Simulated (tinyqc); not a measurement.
Worked calculation: coherent transport through a tight-binding region between two chains. Computed by tinyqc, a small Python program that keeps every step. Settings: temperature = 77, mu = -0.33. Command: `OMP_NUM_THREADS=1 python tinyqc.py 23764 23765 out.jsonl` (the two numbers bound the seeds that draw the settings). One thread of a shared host (Intel(R) Xeon(R) Processor @ 2.60GHz), about 0.1 s of CPU time with the checks.

## Transmission at E = -0.45 eV

H of the central region (eV):
```
           1          2          3          4          5          6
1   0.000000  -2.250000   0.000000   0.000000   0.000000   0.000000
2  -2.250000   0.000000  -1.120000   0.000000   0.000000   0.000000
3   0.000000  -1.120000   0.000000  -1.110000   0.000000   0.000000
4   0.000000   0.000000  -1.110000   0.000000  -2.250000   0.000000
5   0.000000   0.000000   0.000000  -2.250000   0.000000  -0.420000
6   0.000000   0.000000   0.000000   0.000000  -0.420000   0.000000
```

Leads: semi-infinite chains with site energy 0:

| parameter | value |
|---|---|
| lead hopping t (eV) | 1.400000 |
| coupling to the left lead (eV) | 1.360000 |
| coupling to the right lead (eV) | 0.220000 |
| left contact site | 1 |
| right contact site | 6 |

E = -0.450000 eV

Surface Green function g = (E - i sqrt(4 t^2 - E^2)) / (2 t^2); self-energy tc^2 g on each contact site; G = (E - H - Sigma)^(-1); Gamma = -2 Im Sigma; T = Gamma_L Gamma_R |G_LR|^2; local density of states -Im G_ii / pi.

g = -0.114796-0.705001i 1/eV

G (1/eV):
```
                     1                    2                    3                    4
1  -0.311253-0.168986i   0.313632+0.162534i   0.751298+0.404784i  -0.011877+0.000104i
2   0.313632+0.162534i   0.127325-0.164594i   0.313951-0.392650i  -0.001195+0.006894i
3   0.751298+0.404784i   0.313951-0.392650i  -1.383163-0.970943i   0.023380+0.002562i
4  -0.011877+0.000104i  -0.001195+0.006894i   0.023380+0.002562i   0.010684-0.005918i
5  -0.373016-0.199673i  -0.155121+0.195086i   0.687036+0.479511i   0.435047-0.002447i
6  -0.336033-0.214490i  -0.159802+0.172088i   0.610860+0.500037i   0.408887+0.029079i

                     5                    6
1  -0.373016-0.199673i  -0.336033-0.214490i
2  -0.155121+0.195086i  -0.159802+0.172088i
3   0.687036+0.479511i   0.610860+0.500037i
4   0.435047-0.002447i   0.408887+0.029079i
5  -0.251928-0.237048i  -0.219580-0.240869i
6  -0.219580-0.240869i  -2.425733-0.413856i
```

local density of states (1/eV): 0.053790  0.052392  0.309061  0.001884  0.075455  0.131735

transmission = 0.028285

## Transmission across the band

The same steps on a grid of energies.

T(E):

| E (eV) | T |
|---|---|
| -2.66000000 | 0.000587 |
| -2.39400000 | 0.003571 |
| -2.12800000 | 0.000669 |
| -1.86200000 | 0.000460 |
| -1.59600000 | 0.000492 |
| -1.33000000 | 0.000703 |
| -1.06400000 | 0.001319 |
| -0.79800000 | 0.003459 |
| -0.53200000 | 0.015199 |
| -0.26600000 | 0.170556 |
| 0.00000000 | 0.660380 |
| 0.26600000 | 0.170556 |
| 0.53200000 | 0.015199 |
| 0.79800000 | 0.003459 |
| 1.06400000 | 0.001319 |
| 1.33000000 | 0.000703 |
| 1.59600000 | 0.000492 |
| 1.86200000 | 0.000460 |
| 2.12800000 | 0.000669 |
| 2.39400000 | 0.003571 |
| 2.66000000 | 0.000587 |

levels of the isolated region (eV): -2.758619  -2.269327  -0.167558  0.167558  2.269327  2.758619

## Current

I = (2e/h) int T(E) [f(E - mu - V/2) - f(E - mu + V/2)] dE at 77 K with mu = -0.33 eV, the bias not changing H; 2e^2/h = 77.48092 microsiemens; the integral runs over the band on 4001 points.

Current:

| V (volt) | I (microampere) |
|---|---|
| 0.010000 | 0.067167 |
| 0.050000 | 0.339966 |
| 0.100000 | 0.706104 |
| 0.200000 | 1.630154 |
| 0.400000 | 4.969457 |
| 0.800000 | 15.090801 |
